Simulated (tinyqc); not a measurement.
Finite-size error of a charged defect in a periodic cell: Madelung and Makov-Payne terms: one step, computed by the program tinyqc. Command: `OMP_NUM_THREADS=1 python tinyqc.py 3006680 3006681 out.jsonl imagecharge walk`. One thread of a shared host (Intel(R) Xeon(R) Processor @ 2.30GHz), about 0.01 s of CPU time with the checks.

L is the cube root of the cell volume. The defect charge is a Gaussian, rho(r) = q (2 pi sigma^2)^(-3/2) exp(-r^2/2 sigma^2), repeated periodically in a uniform neutralising background and screened by a continuum. The model cell energy is E(L) = E_0 + [periodic - isolated electrostatic energy].

Problem. Madelung energy. Ewald sum for a unit point charge: scale each Cartesian component of the cell by 1/sqrt(eps_i), giving R', G' and V'; E = [ (1/2) sum erfc(eta R')/R' + (2 pi/V') sum exp(-G'^2/4 eta^2)/G'^2 - eta/sqrt(pi) - pi/(2 V' eta^2) ] e^2/(4 pi eps_0) / sqrt(eps_x eps_y eps_z), over n_i = -6..6, omitting n = (0,0,0), eta = 2/V'^(1/3). alpha = -2 E eps_g L/(e^2/(4 pi eps_0)), eps_g = (eps_x eps_y eps_z)^(1/3).

Inputs (values chosen for the exercise, with screening close to that of GaAs): charge q = 3 e; cell length L = 12 angstrom; dielectric constant eps = 12.8.

Supercell lattice: fcc. Screening: isotropic.

cell vectors (rows) (angstrom):
```
[[0.000000, 9.524406, 9.524406],
 [9.524406, 0.000000, 9.524406],
 [9.524406, 9.524406, 0.000000]]
```

Constants: e^2/(4 pi eps_0) = 14.39964548 eV angstrom.

Give: terms for a unit charge; Madelung constant alpha; point-charge correction -q^2 E.

Solution.

terms for a unit charge (eV): real space 0.00075, reciprocal 0.00646, self -0.10578, background -0.03681

Madelung constant alpha = 2.8883

point-charge correction -q^2 E = 1.2185 eV
